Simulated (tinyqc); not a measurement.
# Trap density from the capacitance step

Problem. A junction with shallow donors Nd and a deep trap has C_HF = eps0 eps_r/W and C_LF = eps0 eps_r (Nd + Nt)/(Nd W + Nt xt), xt = W - lam. Find W, xt and Nt.

Values chosen for this exercise: relative permittivity eps_r = 11.6; shallow donor density Nd = 6.9e16 cm^-3.

Constants: eps0 = 8.8541878128e-14 F/cm where lengths are in cm. Results are converted to the units shown.

C_HF = 53.334272 nF/cm^2
C_LF = 58.314089 nF/cm^2
lam = 70.479611 nm

Solution. C_HF gives W. With y = C_LF/C_HF, Nt/Nd = (y - 1)/(1 - y xt/W).

W = 192.6 nm
xt = 122.1 nm
Nt = 2.100e16 cm^-3

Computed by the program tinyqc: `OMP_NUM_THREADS=1 python tinyqc.py 2050054 2050055 out.jsonl`, one thread of a shared Intel Xeon 2.30GHz, about 0.01 s for the whole run.
